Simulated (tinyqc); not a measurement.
Inside a calculation. Method: sp3 tight binding, zinc-blende lattice. Computed by tinyqc, a small Python program that keeps every step. Command: `OMP_NUM_THREADS=1 python tinyqc.py 29340 29341 out.jsonl` (the two numbers bound the seeds that draw the settings). One thread of a shared host (Intel(R) Xeon(R) Processor @ 2.60GHz), about 0.01 s of CPU time with the checks.

## Bloch Hamiltonian at k

Parameters chosen for this model: zinc-blende lattice, anion at 0, cation at a/4 (1,1,1); V = eta hbar^2 / (m d^2), hbar^2/m = 7.619964 eV angstrom^2:
```
parameter          value      unit
a               6.430000  angstrom
d               2.784272  angstrom
Es anion      -16.450000        eV
Ep anion       -6.600000        eV
Es cation     -14.560000        eV
Ep cation      -5.620000        eV
eta ss         -1.260000
eta sp          1.620000
eta pp sigma    3.190000
eta pp pi      -0.580000
V ss           -1.238512        eV
V sp            1.592373        eV
V pp sigma      3.135598        eV
V pp pi        -0.570109        eV
```

k point k (2 pi / a): 0.43000  0.58000  -0.64000

Slater-Koster rules over the four bonds with direction cosines (l, m, n): ss V_ss; s-px l V_sp; px-s -l V_sp; px-px l^2 V_pps + (1 - l^2) V_ppp; px-py l m (V_pps - V_ppp); each times exp(i k.d).

H(k) at k (eV), lower triangle (Hermitian):
```
                    a s               a px               a py              a pz
a s           -16.45000
a px            0.00000           -6.60000
a py            0.00000            0.00000           -6.60000
a pz            0.00000            0.00000            0.00000          -6.60000
c s   -1.26974+2.06649i  -1.91470+0.75511i  -1.18987+1.21511i  0.97349-1.48520i
c px   1.91470-0.75511i   0.68190-1.10978i  -1.30796+1.99549i  1.59869-1.63260i
c py   1.18987-1.21511i  -1.30796+1.99549i   0.68190-1.10978i  2.57257-1.01456i
c pz  -0.97349+1.48520i   1.59869-1.63260i   2.57257-1.01456i  0.68190-1.10978i

            c s      c px      c py      c pz
c s   -14.56000
c px    0.00000  -5.62000
c py    0.00000   0.00000  -5.62000
c pz    0.00000   0.00000   0.00000  -5.62000
```

## Levels at k

Diagonalise the Hermitian matrix.

eigenvalues (eV): -18.76475  -14.79513  -10.20820  -10.03369  -7.41597  -2.67384  -2.18025  -1.59816

weights |c|^2 of the basis functions:
```
       band 1   band 2   band 3   band 4   band 5   band 6   band 7   band 8
a s   0.66264  0.21698  0.00699  0.00027  0.09239  0.01223  0.00008  0.00843
a px  0.00474  0.06130  0.24540  0.06343  0.19998  0.27007  0.01647  0.13861
a py  0.00257  0.05079  0.05239  0.36802  0.09295  0.03231  0.26891  0.13208
a pz  0.00258  0.05377  0.25140  0.13059  0.13306  0.11072  0.15219  0.16568
c s   0.29648  0.52151  0.01101  0.00042  0.15123  0.01088  0.00007  0.00839
c px  0.01333  0.03346  0.19208  0.04911  0.15072  0.36648  0.02113  0.17369
c py  0.00863  0.02995  0.04539  0.28523  0.07429  0.04503  0.34522  0.16627
c pz  0.00903  0.03225  0.19535  0.10295  0.10537  0.15228  0.19594  0.20684
```

## Bloch Hamiltonian at G

k point G (2 pi / a): 0  0  0

As before.

H(k) at G (eV), lower triangle:
```
            a s      a px      a py      a pz        c s      c px      c py      c pz
a s   -16.45000
a px    0.00000  -6.60000
a py    0.00000   0.00000  -6.60000
a pz    0.00000   0.00000   0.00000  -6.60000
c s    -4.95405   0.00000   0.00000   0.00000  -14.56000
c px    0.00000   2.66051   0.00000   0.00000    0.00000  -5.62000
c py    0.00000   0.00000   2.66051   0.00000    0.00000   0.00000  -5.62000
c pz    0.00000   0.00000   0.00000   2.66051    0.00000   0.00000   0.00000  -5.62000
```

## Levels at G

As before.

eigenvalues (eV): -20.54837  -10.46163  -8.81525  -8.81525  -8.81525  -3.40475  -3.40475  -3.40475

## Bands along a path

The same steps at evenly spaced points between the labelled ones.

Bands along the path (eV):
```
k            band 1     band 2     band 3     band 4    band 5    band 6    band 7    band 8
L         -18.78495  -14.83154   -9.94218   -9.94218  -7.77303  -2.27782  -2.27782  -1.84048
L-G 0.20  -19.04156  -14.42225   -9.84927   -9.84927  -7.78897  -2.37073  -2.37073  -1.97722
L-G 0.40  -19.57409  -13.44395   -9.59429   -9.59429  -7.86407  -2.62571  -2.62571  -2.34788
L-G 0.60  -20.08355  -12.24188   -9.25065   -9.25065  -8.07241  -2.96935  -2.96935  -2.83216
L-G 0.80  -20.42798  -11.08154   -8.94230   -8.94230  -8.47666  -3.27770  -3.27770  -3.24382
G         -20.54837  -10.46163   -8.81525   -8.81525  -8.81525  -3.40475  -3.40475  -3.40475
G-X 0.20  -20.38703  -11.21123   -9.10561   -9.10561  -8.17565  -3.45608  -3.11439  -3.11439
G-X 0.40  -19.91461  -12.50337   -9.75793   -9.75793  -7.20129  -3.61073  -2.46207  -2.46207
G-X 0.60  -19.16865  -13.88583  -10.43019  -10.43019  -6.30654  -3.86898  -1.78981  -1.78981
G-X 0.80  -18.23883  -15.20839  -10.90559  -10.90559  -5.56465  -4.21813  -1.31441  -1.31441
X         -17.58066  -15.99884  -11.07518  -11.07518  -5.16116  -4.48934  -1.14482  -1.14482
X-W 0.20  -17.58066  -15.99884  -11.07518  -11.07518  -5.16116  -4.48934  -1.14482  -1.14482
X-W 0.40  -17.58066  -15.99884  -11.07518  -11.07518  -5.16116  -4.48934  -1.14482  -1.14482
X-W 0.60  -17.58066  -15.99884  -11.07518  -11.07518  -5.16116  -4.48934  -1.14482  -1.14482
X-W 0.80  -17.58066  -15.99884  -11.07518  -11.07518  -5.16116  -4.48934  -1.14482  -1.14482
W         -17.58066  -15.99884  -11.07518  -11.07518  -5.16116  -4.48934  -1.14482  -1.14482
```

With 4 band(s) filled, the highest filled level on these points lies at G and the lowest empty one at G: the bands touch or overlap, so there is no gap.
